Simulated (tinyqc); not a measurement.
# Composition from the perpendicular lattice constant

Problem. The layer is x parts of the first compound and 1 - x of the second, grown coherently on the third as substrate and barrier. Rows of the table: lattice constant a, average valence level Ea on an absolute scale, spin-orbit splitting so, gaps at Gamma, X and L, hydrostatic deformation potentials av and ac (Gamma), shear potential b, elastic constants, electron and heavy-hole (along z) masses. All are interpolated linearly in x; gaps get -C x (1 - x), taken wholly in the conduction band; real line-ups can differ from this model by 0.1 eV or more. In-plane strain e = (a_substrate - a)/a, e_z = -2 (c12/c11) e, volume change 2 e + e_z. X-ray diffraction gives a_z = a (1 + e_z) of the coherent layer. Find x, e and the relaxed Gamma gap.

Inputs (values chosen for the exercise): bowing of the Gamma gap CG = 0.477 eV; bowing of the X gap CX = 1.4 eV; bowing of the L gap CL = 0.33 eV.

Binary compounds, values chosen for the exercise:
```
              close to InAs  close to GaAs  close to InP
a (angstrom)          6.058          5.653         5.869
Ea (eV)               -6.67          -6.92         -7.04
so (eV)               0.382          0.335         0.109
EG (eV)               0.351           1.43          1.34
EX (eV)                1.37            1.9          2.19
EL (eV)                1.08           1.73           1.9
av (eV)                1.01           1.16          1.27
ac (eV)               -5.15          -7.27            -5
b (eV)                 -1.8          -1.68         -1.72
c11 (GPa)              83.7            120           101
c12 (GPa)              44.6           53.3          56.4
me (m0)              0.0231         0.0665        0.0793
mh (m0)               0.329          0.349         0.536
```

lattice constant along the growth direction = 5.97110539 angstrom

Answer. a_z changes steadily with x, about (1 + 2 c12/c11) times as fast as the relaxed lattice constant, so one composition matches.

x = 0.6600
e = -0.8665 %
relaxed Gamma gap = 0.6108 eV

Computed by the program tinyqc: `OMP_NUM_THREADS=1 python tinyqc.py 2690127 2690128 out.jsonl`, one thread of a shared Intel Xeon 2.30GHz, about 0.01 s for the whole run.
